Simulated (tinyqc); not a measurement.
Metal-interlayer-semiconductor contact, depinning against tunnelling resistance: one step of the calculation.

Zero bias, n-type semiconductor. Gap states at the semiconductor surface thin out as exp(-be ti), which unpins the barrier; electrons must then cross the interlayer (a rectangular barrier, no voltage drop across it) and the parabolic depleted layer, both by WKB. Energies E are counted from the Fermi level; no image force, parabolic bands.

Question. Exponents and integrand on an energy grid. With U = phiB - xi: for xi < E < phiB, y = (E - xi)/U and G1 = (U/E00) [sqrt(1 - y) - y ln((1 + sqrt(1 - y))/sqrt(y))], G1 = 0 above phiB; G2 = 2 ti sqrt(mi max(phiB + dE - E, 0)/C), C = hbar^2/(2 m0); f = 1/(1 + exp(E/Vt)); integrand exp(-G1 - G2) f.

Values chosen for this exercise; semiconductor values close to those of silicon; interlayer mass of the order of that in titanium dioxide, offset chosen freely: temperature T = 300 K; interlayer thickness ti = 0.5 nm; conduction-band offset of the interlayer above the semiconductor dE = 0.15 eV; tunnelling mass in the interlayer mi = 0.31 m0.

Constants: q = 1.602176634e-19 C, kB = 1.380649e-23 J/K, hbar = 1.054571817e-34 J s, m0 = 9.1093837015e-31 kg, Vt = kB T/q, hbar^2/(2 m0) = 0.0380998212 eV nm^2. Results are converted to the units shown.

| point | E (eV) |
|---|---|
| 0 | -0.11 |
| 1 | -0.08875 |
| 2 | -0.0675 |
| 3 | -0.04625 |
| 4 | -0.025 |
| 5 | -0.00375 |
| 6 | 0.0175 |
| 7 | 0.03875 |
| 8 | 0.06 |
| 9 | 0.08125 |
| 10 | 0.1025 |
| 11 | 0.12375 |
| 12 | 0.145 |
| 13 | 0.16625 |
| 14 | 0.1875 |
| 15 | 0.20875 |
| 16 | 0.23 |

phiB = 0.20631555 eV
xi = -0.11870311 eV
E00 = 0.18334501 eV

Give: G1; G2; f; integrand.

Answer.

| point | G1 | G2 | f | integrand |
|---|---|---|---|---|
| 0 | 1.630 | 1.948 | 0.9860 | 0.02754 |
| 1 | 1.385 | 1.903 | 0.9687 | 0.03616 |
| 2 | 1.187 | 1.857 | 0.9316 | 0.04438 |
| 3 | 1.016 | 1.810 | 0.8568 | 0.05076 |
| 4 | 0.865 | 1.761 | 0.7245 | 0.05241 |
| 5 | 0.729 | 1.712 | 0.5362 | 0.04669 |
| 6 | 0.607 | 1.660 | 0.3369 | 0.03490 |
| 7 | 0.497 | 1.607 | 0.1826 | 0.02226 |
| 8 | 0.398 | 1.553 | 0.08941 | 0.01272 |
| 9 | 0.308 | 1.496 | 0.04137 | 0.00681 |
| 10 | 0.229 | 1.437 | 0.01862 | 0.00352 |
| 11 | 0.160 | 1.376 | 0.008270 | 0.00178 |
| 12 | 0.101 | 1.311 | 0.003652 | 0.00089 |
| 13 | 0.052 | 1.244 | 0.001609 | 0.00044 |
| 14 | 0.017 | 1.172 | 7.077e-4 | 0.00022 |
| 15 | 0.000 | 1.096 | 3.112e-4 | 0.00010 |
| 16 | 0.000 | 1.014 | 1.368e-4 | 0.00005 |

Range of the model: The depletion charge would drop about 0.070 V across such an interlayer (eps_r near 40) at ti = 0.5 nm and Nd = 2.2e20 cm^-3, against a band bending of 0.33 V; this model leaves that drop out.

Program tinyqc, `OMP_NUM_THREADS=1 python tinyqc.py 2270036 2270037 out.jsonl`; Intel Xeon 2.30GHz, shared host, one thread, about 0.03 s.
